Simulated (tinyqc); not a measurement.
CMOS inverter, nodal equation and switching: one step of the calculation.

An n-channel pull-down (bn, VTn) and a p-channel pull-up (bp, VTp) share the input Vin and the output node Vout, which carries the load C. Transistor (EKV form, voltages against the body): I = 2 n b Vt^2 [F(vp - Vs) - F(vp - Vd)] from drain to source, F(v) = ln^2(1 + exp(v/(2 Vt))), vp = (Vg - VT + sg |Vd - Vs|)/n. n-channel bodies are at 0; for the p-channel device all voltages are counted down from Vdd. b in uA/V^2 gives I in uA. Static: In = Ip. Transient: C dVout/dt = Ip - In. No velocity saturation, no gate capacitance beyond C.

Task. One time step of the falling output. The input steps to Vdd at t = 0; I = In - Ip. Implicit Euler: V(new) = V - (dt/C) I(V(new)), solved for V(new); 1 ps uA/fF = 1 mV.

Inputs (values chosen for the exercise):
- T = 300 K (temperature)
- Vdd = 1.2 V (supply voltage)
- n = 1.14 (slope factor)
- sg = 0.071 (drain-induced barrier lowering)
- VTn = 0.35 V (n-channel threshold)
- VTp = 0.41 V (p-channel threshold (magnitude))
- bn = 460 uA/V^2 (gain factor of the pull-down transistor)
- bp = 920 uA/V^2 (gain factor of the pull-up transistor)
- C = 0.28 fF (load capacitance)
- dt = 0.3 ps (time step)

Constants: q = 1.602176634e-19 C, kB = 1.380649e-23 J/K, Vt = kB T/q. Results are converted to the units shown.

Vout after step 1 = 1.0161821 V

Find: I(V); I(V(new)); Vout after step 2.

Result.

I(V) = 171.56 uA
I(V(new)) = 166.77 uA
Vout after step 2 = 0.83750 V

Computed by the program tinyqc: `OMP_NUM_THREADS=1 python tinyqc.py 2340167 2340168 out.jsonl`, one thread of a shared Intel Xeon 2.30GHz, about 0.06 s for the whole run.
